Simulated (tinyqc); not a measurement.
# Bulk transistor, scale length and short-channel effects: what changes with what

A gate, an insulator of thickness ti and a depleted layer of depth ts on a conducting body. Below threshold the potential that source and drain add obeys Laplace's equation and vanishes on the gate and at the bottom of the depleted layer. Its lowest mode decays along the channel as exp(-k y); k is the smallest positive root of the matching condition at the interface, and the scale length is Lambda = pi/k.

Parameters, values chosen for the exercise; permittivities: semiconductor made up, insulator close to that of hafnium oxide:
- T = 293 K (temperature)
- eps_r = 15.1 (relative permittivity of the semiconductor)
- ei = 23 (relative permittivity of the insulator)
- ts = 15 nm (depletion depth)
- L = 52 nm (channel length)
- Vbi = 0.96 V (potential of the source)
- sT = 0.49 V (potential of the barrier top at threshold)
- Vds = 0.8 V (drain voltage)

Constants: q = 1.602176634e-19 C, kB = 1.380649e-23 J/K, Vt = kB T/q. Results are converted to the units shown.

Each table varies one quantity; the others keep the values above.

## A higher permittivity at fixed equivalent oxide thickness

k is the smallest positive root of f(k) = eps_r sin(k ti) cos(k ts) + ei cos(k ti) sin(k ts). Along the channel psi(y) = s + a exp(y/l) + b exp(-y/l) with psi(0) = Vbi, psi(L) = Vbi + Vds and l = 1/k = Lambda/pi; with A = Vbi - s, B = A + Vds, x = exp(-L/l): a = (B - A x) x/(1 - x^2), b = (A - B x)/(1 - x^2). The minimum is s + 2 sqrt(a b), at y = (l/2) ln(b/a). The long-channel potential follows the gate as s = sT + (Vg - VTL)/m, and the threshold VT is the gate voltage at which the minimum equals sT. Swing = m Vt ln 10/g at threshold, g = d(minimum)/ds = 1 - (b x + a)/((1 + x) sqrt(a b)). DIBL = [VT(0.05 V) - VT(Vds)]/(Vds - 0.05 V). sT and Vbi are held fixed; m = 1 + eps_r ti/(ei ts) in each row. The equivalent oxide thickness 3.9 ti/ei is held at 0.36 nm, so ti = 0.36 ei/3.9 nm.

A higher permittivity at fixed equivalent oxide thickness:

| ei | ti (nm) | Lambda (nm) | L/Lambda | DIBL (mV/V) | swing (mV/decade) |
|---|---|---|---|---|---|
| 3.9 | 0.3600 | 16.36 | 3.178 | 5.612 | 64.52 |
| 5 | 0.4615 | 16.37 | 3.177 | 5.614 | 64.52 |
| 7.5 | 0.6923 | 16.37 | 3.177 | 5.622 | 64.53 |
| 10 | 0.9231 | 16.38 | 3.175 | 5.632 | 64.53 |
| 15 | 1.385 | 16.39 | 3.172 | 5.663 | 64.53 |
| 20 | 1.846 | 16.42 | 3.167 | 5.708 | 64.54 |
| 25 | 2.308 | 16.45 | 3.160 | 5.769 | 64.55 |
| 35 | 3.231 | 16.55 | 3.141 | 5.947 | 64.58 |

What does the comparison show?

As ei goes from 3.9 to 35, Lambda rises from 16.4 to 16.6 nm, DIBL rises from 5.61 to 5.95 mV/V and the swing stays near 64.5 mV a decade. The ratio ei/ti is the same in every row, yet the insulator grows from 0.360 to 3.23 nm, and drain fields reach the channel sideways through it.

## Effect of the insulator thickness

Same model as above.

Effect of the insulator thickness:

| ti (nm) | Lambda (nm) | L/Lambda | VT - VTL at Vds (mV) | DIBL (mV/V) | swing (mV/decade) |
|---|---|---|---|---|---|
| 0.7 | 15.46 | 3.363 | -8.179 | 3.936 | 60.61 |
| 0.91 | 15.60 | 3.333 | -8.657 | 4.167 | 61.18 |
| 1.2 | 15.80 | 3.292 | -9.356 | 4.503 | 61.98 |
| 1.5 | 16.00 | 3.250 | -10.13 | 4.877 | 62.81 |
| 2 | 16.35 | 3.180 | -11.55 | 5.561 | 64.20 |
| 2.6 | 16.79 | 3.098 | -13.49 | 6.500 | 65.89 |
| 3.4 | 17.40 | 2.989 | -16.58 | 7.991 | 68.19 |

What does the comparison show?

As ti goes from 0.7 to 3.4 nm, Lambda rises from 15.5 to 17.4 nm, DIBL rises from 3.94 to 7.99 mV/V and the swing rises from 60.6 to 68.2 mV a decade. On average Lambda goes as ti^(0.07).

Program tinyqc, `OMP_NUM_THREADS=1 python tinyqc.py 2420174 2420175 out.jsonl`; Intel Xeon 2.30GHz, shared host, one thread, about 0.01 s.
